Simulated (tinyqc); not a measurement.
BCS gap equation with a constant attraction inside the Debye window: one step, computed by the program tinyqc. Command: `OMP_NUM_THREADS=1 python tinyqc.py 3013946 3013947 out.jsonl bcs walk`. One thread of a shared host (Intel(R) Xeon(R) Processor @ 2.30GHz), about 0.01 s of CPU time with the checks.

Pairs attract with strength V for |xi| < k_B Theta; N(0) is the density of states for one spin. Energies are given as temperatures (E/k_B, in K) unless marked.

Task: A tunnel junction of this metal. Ambegaokar-Baratoff: I_c R_n = (pi Delta/(2e)) tanh(Delta/2T); Josephson energy E_J = hbar I_c/(2e), given as E_J/h; inductance hbar/(2 e I_c); thermal quasiparticle fraction x = n_qp/(2 N(0) Delta) = sqrt(2 pi T/Delta) exp(-Delta/T), valid for T well below Delta.

Inputs (values chosen for the exercise, modelled on tin): Debye temperature Theta = 197 K; temperature T = 2.62 K; junction resistance R_n = 6.1 kilo-ohm.

Solver: bisection.

Delta(T) = 5.380603 K

Constants: k_B = 8.617333262e-05 eV/K; hbar = 1.054571817e-34 J s; e = 1.602176634e-19 C; h = 6.62607015e-34 J s.

Give: I_c R_n; critical current I_c; E_J/h; Josephson inductance; quasiparticle fraction x.

Result:

I_c R_n = 562.7 microvolt

critical current I_c = 92.25 nA

E_J/h = 45.82 GHz

Josephson inductance = 3.568 nH

quasiparticle fraction x = 0.2244

Caution: T is not small against Delta, so the quasiparticle formula is only a rough guide.
